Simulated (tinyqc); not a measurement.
Inside a calculation. Method: sp3 tight binding, zinc-blende lattice. One step of it, computed by the program tinyqc.

Task: Bloch Hamiltonian at X. Slater-Koster rules over the four bonds with direction cosines (l, m, n): ss V_ss; s-px l V_sp; px-s -l V_sp; px-px l^2 V_pps + (1 - l^2) V_ppp; px-py l m (V_pps - V_ppp); each times exp(i k.d).

Parameters chosen for this model: zinc-blende lattice, anion at 0, cation at a/4 (1,1,1); V = eta hbar^2 / (m d^2), hbar^2/m = 7.619964 eV angstrom^2:
```
parameter          value      unit
a               3.980000  angstrom
d               1.723391  angstrom
Es anion      -14.750000        eV
Ep anion       -7.540000        eV
Es cation     -14.750000        eV
Ep cation      -7.540000        eV
eta ss         -1.320000
eta sp          1.420000
eta pp sigma    2.220000
eta pp pi      -0.630000
V ss           -3.386565        eV
V sp            3.643123        eV
V pp sigma      5.695587        eV
V pp pi        -1.616315        eV
```

k point X (2 pi / a): 1  0  0

Give: H(k) at X.

Result:

H(k) at X (eV):
```
                 a s            a px            a py            a pz
a s         -14.7500          0.0000          0.0000          0.0000
a px          0.0000         -7.5400          0.0000          0.0000
a py          0.0000          0.0000         -7.5400          0.0000
a pz          0.0000          0.0000          0.0000         -7.5400
c s           0.0000  0.0000+8.4134i          0.0000          0.0000
c px  0.0000-8.4134i          0.0000          0.0000          0.0000
c py          0.0000          0.0000          0.0000  0.0000-9.7492i
c pz          0.0000          0.0000  0.0000-9.7492i          0.0000

                 c s            c px            c py            c pz
a s           0.0000  0.0000+8.4134i          0.0000          0.0000
a px  0.0000-8.4134i          0.0000          0.0000          0.0000
a py          0.0000          0.0000          0.0000  0.0000+9.7492i
a pz          0.0000          0.0000  0.0000+9.7492i          0.0000
c s         -14.7500          0.0000          0.0000          0.0000
c px          0.0000         -7.5400          0.0000          0.0000
c py          0.0000          0.0000         -7.5400          0.0000
c pz          0.0000          0.0000          0.0000         -7.5400
```
